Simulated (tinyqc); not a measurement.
Double-gate transistor, scale length and short-channel effects: one step of the calculation.

A body of thickness ts between two insulators of thickness ti and two tied gates. Below threshold the potential that source and drain add obeys Laplace's equation and vanishes on the gate. Its lowest mode decays along the channel as exp(-k y); k is the smallest positive root of the matching condition at the interface, and the scale length is Lambda = pi/k.

Task. Decay constant by Newton steps. f(k) = ei cos(k ti) cos(k ts/2) - eps_r sin(k ti) sin(k ts/2); f' by a central difference with +/- 1e-5 1/nm; k(new) = k - f/f'.

Values chosen for this exercise; permittivities: semiconductor made up, insulator close to that of zirconium oxide:

| symbol | value | unit | meaning |
|---|---|---|---|
| eps_r | 17.4 |  | relative permittivity of the semiconductor |
| ei | 25 |  | relative permittivity of the insulator |
| ti | 1.8 | nm | insulator thickness |
| ts | 5.8 | nm | body thickness |

k after iteration 1 = -0.20483596 1/nm

Wanted: f; f'; k after iteration 2.

Result.

f = 15.82
f' = 82.71 nm
k after iteration 2 = -0.3960 1/nm

Computed by the program tinyqc: `OMP_NUM_THREADS=1 python tinyqc.py 2420093 2420094 out.jsonl`, one thread of a shared Intel Xeon 2.30GHz, about 0.01 s for the whole run.
